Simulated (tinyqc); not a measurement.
Length offset and series resistance from crossing lines.

Problem. R_total = Rs + k (L - dL)/Vo with constant Rs, dL and k. Find k, dL and Rs.

R_total at (L, Vo) = (60, 0.39), (180, 0.39), (60, 0.73) and (180, 0.73), L in nm and Vo in V (ohm um): [463.58974, 986.66667, 364.10959, 643.56164]

Answer. At each overdrive R is a straight line in L with slope k/Vo; the two lines cross at L = dL, R = Rs.

k = 1.700 ohm um V/nm
dL = 11.00 nm
Rs = 250.0 ohm um

Computed by the program tinyqc: `OMP_NUM_THREADS=1 python tinyqc.py 2282040 2282041 out.jsonl`, one thread of a shared Intel Xeon 2.30GHz, about 0.05 s for the whole run.
